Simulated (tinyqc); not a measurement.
Speciation in dilute and buffered hydrofluoric acid, oxide etch rate and bath loading: one step, computed by the program tinyqc. Command: `OMP_NUM_THREADS=1 python tinyqc.py 3120667 3120668 out.jsonl hfetch walk`. One thread of a shared host (Intel(R) Xeon(R) Processor @ 2.30GHz), about 0.01 s of CPU time with the checks.

Concentrations stand for activities, NH4+ and Cl- are spectators, and water ionisation is neglected. H, F and HF2 denote the ions H+, F- and HF2-. The base temperature is 298 K.

Problem. Etch rate. Rate = k_a ([HF] + 2 [H2F2]) + k_b [HF2], an empirical two-term form. Time = oxide/rate; a temperature error changes the rate by exp((E_a/k_B)(1/298 - 1/(298 + error))) - 1.

Inputs (values chosen for the exercise, of the order of those for thermal oxide at room temperature):
```
quantity                         value            unit
NH4F added                         3.6           mol/L
HCl added                            0           mol/L
rate constant of neutral HF k_a     14  nm L/(min mol)
rate constant of HF2 k_b            67  nm L/(min mol)
activation energy                 0.33              eV
temperature error                 0.87               K
oxide removed per wafer            7.2              nm
```

[HF] = 0.1868379 mol/L

[H2F2] = 0.1022816 mol/L

[HF2] = 1.408539 mol/L

Constants: k_B = 8.617333262e-05 eV/K.

Give: etch rate; share of HF2 in the rate; etch time; rate change from the temperature error.

Solution.

etch rate = 99.85 nm/min

share of HF2 in the rate = 94.51 %

etch time = 4.326 s

rate change from the temperature error = 3.812 %

Caution: at ionic strengths above about 0.5 mol/L activities differ much from concentrations, so pH and rates are only indicative.
